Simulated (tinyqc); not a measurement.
Capillary instabilities by surface diffusion: grooving and agglomeration of films, edge retraction, wire break-up and smoothing of roughness: one step, computed by the program tinyqc. Command: `OMP_NUM_THREADS=1 python tinyqc.py 3017651 3017652 out.jsonl dewet walk`. One thread of a shared host (Intel(R) Xeon(R) Processor @ 2.30GHz), about 0.01 s of CPU time with the checks.

Isotropic surface energy; shapes change by surface diffusion alone.

Task: The Mullins constant. B = D_s nu gamma_s Omega^2/(k_B T), D_s = D0 exp(-Q/(k_B T)).

Inputs (values chosen for the exercise, for a model film): surface energy gamma_s = 1.51 J/m^2; atomic volume Omega = 17 angstrom^3; surface sites nu = 7 1/nm^2; prefactor D0 = 0.00053 m^2/s; activation energy Q = 1.03 eV; temperature T = 643 K; time t = 54 s.

Constants: k_B = 8.617333262e-05 eV/K; k_B = 1.380649e-23 J/K.

Give: D_s; B; length (B t)^(1/4).

Result:

D_s = 4.479e-12 m^2/s

B = 1.541e+06 nm^4/s

length (B t)^(1/4) = 95.52 nm

Lengths grow as t^(1/4): doubling one takes 16 times as long, or roughly 120 K more.
